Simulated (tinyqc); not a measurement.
Junction parameters from two forward currents.

Inverse problem. D(v) = J1 (exp(v/Vt) - 1) + J2 (exp(v/(2 Vt)) - 1). Find J1, J2 and the voltage 2 Vt ln(J2/J1) near which both parts are equal.

Values chosen for this exercise:
```
symbol,value,unit,meaning
T,358,K,temperature
```

Constants: q = 1.602176634e-19 C, kB = 1.380649e-23 J/K, Vt = kB T/q. Results are converted to the units shown.

junction voltages (V): 0.25  0.65
currents (uA/um): 8.0336042e-8  0.0078181082

Solution. The current is linear in J1 and J2, so two points give two equations.

J1 = 5.500e-12 uA/um
J2 = 1.100e-9 uA/um
crossover = 0.3269 V

Program tinyqc, `OMP_NUM_THREADS=1 python tinyqc.py 2182263 2182264 out.jsonl`; Intel Xeon 2.30GHz, shared host, one thread, about 0.2 s.
